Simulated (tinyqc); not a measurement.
Van der Pauw, Hall and four-point-probe measurements on a doped layer: one step of the calculation.

A uniform n-type layer with sheet resistance Rs = 1/(q ns mu), point contacts, low field (mu B small).

Task. New z. The van der Pauw equation exp(-pi RA z) + exp(-pi RB z) = 1 is solved for z = 1/Rs: e1 = exp(-pi RA z), e2 = exp(-pi RB z), f = e1 + e2 - 1, f' = -pi (RA e1 + RB e2), z(new) = z - f/f'.

z after iteration 2 = 1.1910048 mS
RA = 32.542374 ohm
RB = 571.54284 ohm

Find: e1; e2; f; f'; z after iteration 3.

Result.

e1 = 0.88536
e2 = 0.11783
f = 0.0031886
f' = -0.30208 kohm
z after iteration 3 = 1.2016 mS

Numbers from tinyqc (`OMP_NUM_THREADS=1 python tinyqc.py 2850201 2850202 out.jsonl`; about 0.04 s on one thread of a shared Intel Xeon 2.30GHz).
